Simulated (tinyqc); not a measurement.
# Trap and transport parameters from the curve

Inverse problem. A layer shows an ohmic current q n0 mu V/L, then a square law (9/8) th eps0 eps_r mu V^2/L^3 above Vx = 8 q n0 L^2/(9 th eps0 eps_r), and trap filling at V_TFL = q Nt L^2/(2 eps0 eps_r). th = y/(1 + y), y = (Nc/Nt) exp(-Et/kB T). The square-law current at V is given. Find th, n0, Nt and Et.

Inputs (values chosen for the exercise):
```
symbol,value,unit,meaning
T,250,K,temperature
eps_r,10.7,,relative permittivity
mu,0.00056,cm^2/(V s),mobility
L,300,nm,thickness
Nc,4.4e19,cm^-3,band density of states
V,92,V,voltage
```

Constants: q = 1.602176634e-19 C, kB = 1.380649e-23 J/K, Vt = kB T/q, eps0 = 8.8541878128e-14 F/cm where lengths are in cm. Results are converted to the units shown.

Mott-Gurney J = 0.0027317044 A/cm^2
Vx = 9.1739067 V
V_TFL = 205.47272 V

Solution. The square law gives th, Vx gives n0, V_TFL gives Nt, and th with Nt gives Et.

th = 1.460e-5
n0 = 9.900e11 cm^-3
Nt = 2.700e18 cm^-3
Et = 0.3000 eV

Computed by the program tinyqc: `OMP_NUM_THREADS=1 python tinyqc.py 2370148 2370149 out.jsonl`, one thread of a shared Intel Xeon 2.30GHz, about 0.01 s for the whole run.
